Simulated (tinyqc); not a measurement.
Current crowding under a contact, resistor ladder against the transmission-line model: effect of the sheet resistance.

A metal contact of length d and width W on a thin layer of the same width. The metal has no resistance, the sheet resistance under it equals Rsh, and current enters the layer at the front edge x = 0.

Transfer length Lt = sqrt(rc/Rsh); front resistance Rc = (Rsh Lt/W) coth(d/Lt); end resistance Re = (Rsh Lt/W)/sinh(d/Lt).

Inputs (values chosen for the exercise):
- rc = 4.8e-8 ohm cm^2 (specific contact resistivity)
- d = 0.05 um (contact length)
- W = 1 um (contact width)

Results:

| Rsh (ohm/sq) | Lt (um) | d/Lt | Rc W (ohm um) | Re W (ohm um) |
|---|---|---|---|---|
| 25 | 0.4382 | 0.1141 | 96.42 | 95.79 |
| 55 | 0.2954 | 0.1693 | 96.91 | 95.54 |
| 120 | 0.2000 | 0.2500 | 97.99 | 95.01 |
| 280 | 0.1309 | 0.3819 | 100.6 | 93.71 |
| 610 | 0.08871 | 0.5637 | 106.0 | 91.10 |
| 1400 | 0.05855 | 0.8539 | 118.3 | 85.25 |
| 6800 | 0.02657 | 1.882 | 189.2 | 56.34 |
| 15000 | 0.01789 | 2.795 | 270.3 | 32.92 |

Estimate the missing row, Rsh = 3100 ohm/sq.

Computed row:

| Rsh (ohm/sq) | Lt (um) | d/Lt | Rc W (ohm um) | Re W (ohm um) |
|---|---|---|---|---|
| 3100 | 0.03935 | 1.271 | 142.8 | 74.32 |

With this row back in the table: Rc W rises from 96.4 to 270 ohm um while Re W falls from 95.8 to 32.9 ohm um; for Rsh going to zero both tend to rc/d = 96.0 ohm um. A larger Rsh shortens Lt and crowds the current to the front edge. In 1 of the 9 rows Lt is below 20 nm, near the thickness of a real layer, where current spreads in depth and the line model fails.

tinyqc, about 0.01 s, one thread, Intel Xeon 2.30GHz (shared host): `OMP_NUM_THREADS=1 python tinyqc.py 2760064 2760065 out.jsonl`
